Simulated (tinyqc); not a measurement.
Worked calculation: a particle near a wafer in liquid: double-layer and van der Waals forces (DLVO), deposition barrier and removal. Computed by tinyqc, a small Python program that keeps every step. Command: `OMP_NUM_THREADS=1 python tinyqc.py 3111886 3111887 out.jsonl dlvo walk`. One thread of a shared host (Intel(R) Xeon(R) Processor @ 2.30GHz), about 0.01 s of CPU time with the checks. Intermediate numbers are printed to about 7 digits and carried at full precision; extremes and crossings named in words are read from the listed rows.

Sphere and flat wall, Derjaguin approximation, constant potentials in the linear-superposition form, no retardation and no hydration force.

Inputs (values chosen for the exercise, of the order of those for polymer latex on silicon in water):
```
quantity                             value   unit
particle radius R                       37     nm
Hamaker constant A                 1.5e-20      J
potential of the particle psi_1        -17     mV
potential of the wafer psi_2           -21     mV
salt concentration c                 0.043  mol/L
valence z of the symmetric salt          1      -
temperature T                          293      K
dielectric constant of the liquid     80.2      -
gap h                                    3     nm
contact distance h0                    0.3     nm
contact radius over R                 0.12      -
viscosity                              0.4  mPa s
```

Constants: e = 1.602176634e-19 C; N_A = 6.02214076e+23 1/mol; eps_0 = 8.8541878128e-12 F/m; k_B = 1.380649e-23 J/K; k_B = 8.617333262e-05 eV/K.

## Screening

kappa^2 = 2 z^2 e^2 N_A (1000 c)/(eps eps_0 k_B T); gamma_i = tanh(z e psi_i/(4 k_B T)); Z = 64 pi eps eps_0 (k_B T/(z e))^2 gamma_1 gamma_2.

kappa = 0.6802962 1/nm

Debye length = 1.469948 nm

gamma_1 = -0.1667530

gamma_2 = -0.2049851

Z = 3.111214 pN

kappa R = 25.17096

Like signs: the double layers repel.

## Energy and force at one gap

U(h) = Z R exp(-kappa h) - A R/(6 h); F(h) = -dU/dh = kappa Z R exp(-kappa h) - A R/(6 h^2), positive for repulsion.

double-layer energy = 3.696868 k_B T

van der Waals energy = -7.622011 k_B T

U(h) = -3.925143 k_B T

F(h) = -0.1039835 pN

## The curve

The formulas are those given above.

Against the gap:
```
h (nm)   kappa h  U (k_B T)         F (pN)
0.4      0.27212  -35.48799  -5.184696e+02
0.6      0.40818  -19.19048  -2.048777e+02
1.0      0.68030   -8.45378  -5.283744e+01
1.5      1.02044   -4.98733  -1.288466e+01
2.5      1.70074   -3.95174  -5.042350e-01
4.0      2.72118   -3.84417  -6.285596e-01
7.0      4.76207   -3.02333  -1.218353e+00
12.0     8.16355   -1.89740  -6.200540e-01
20.0    13.60592   -1.14327  -2.311534e-01
40.0    27.21185   -0.57165  -5.781250e-02
```

Caution: in rows where h is not small against R, A R/(6 h) overstates the van der Waals term. Caution: in rows with kappa h below 1 linear superposition is only rough.

## Critical salt concentration

The barrier height is zero when U = 0 and F = 0 together: kappa h = 1 and kappa = 6 Z/(e A), e = 2.718282 here; c follows from kappa^2, with the potentials held fixed.

critical kappa = 0.4578206 1/nm

critical concentration = 0.01947435 mol/L

## Adding salt

F = 0 reads x^2 exp(-x) = y with x = kappa h and y = A kappa/(6 Z); the left side peaks at x = 2 with 4/e^2 = 0.5413, so roots exist for smaller y: x < 2 is the barrier, x > 2 the secondary minimum. kappa scales as sqrt(c); potentials are held fixed. A dash marks rows without a maximum.

Against the concentration:
```
c (mol/L)  Debye length (nm)  barrier at (nm)  barrier (k_B T)  minimum at (nm)  minimum (k_B T)
1.95e-06            218.2825         13.66496         25.05629     2.239854e+03    -9.213837e-03
1.95e-05             69.0270          7.88534         22.48469     6.076806e+02    -3.335413e-02
1.95e-04             21.8282          4.65983         18.07923     1.586745e+02    -1.242824e-01
9.74e-04              9.7669          3.32054         13.36864     5.978568e+01    -3.199850e-01
3.89e-03              4.8872          2.58040          7.92188     2.463283e+01    -7.441028e-01
9.74e-03              3.0886          2.27791          3.57238     1.306951e+01    -1.336116e+00
1.75e-02              2.3042          2.18718          0.55928     8.374002e+00    -1.979249e+00
2.92e-02              1.7838          2.24853         -2.10183     5.322810e+00    -2.856218e+00
5.84e-02              1.2613                -                -                -                -
```

At low salt the barrier tends to Z R = 28.5 k_B T; it is half of that between 1.9e-4 and 9.7e-4 mol/L and changes sign at 0.019 mol/L, while the secondary minimum deepens to -2.0 k_B T at 0.9 of that.

## Removing an attached particle

Adhesion F_a = A R/(6 h0^2) [1 + a^2/(R h0)] - kappa Z R exp(-kappa h0), a the contact radius. Drag in a shear flow F_d = 1.7 x 6 pi mu R^2 G, acting at 1.4 R; rolling starts when 1.4 R F_d = a F_a. Wall shear stress = mu G.

van der Waals adhesion = 2853.111 pN

net adhesion F_a = 2789.256 pN

wall shear stress for rolling = 5449.895 Pa

shear rate G = 1.362474e+07 1/s

Checks made by the program: force against a difference of U (relative difference 5e-09).
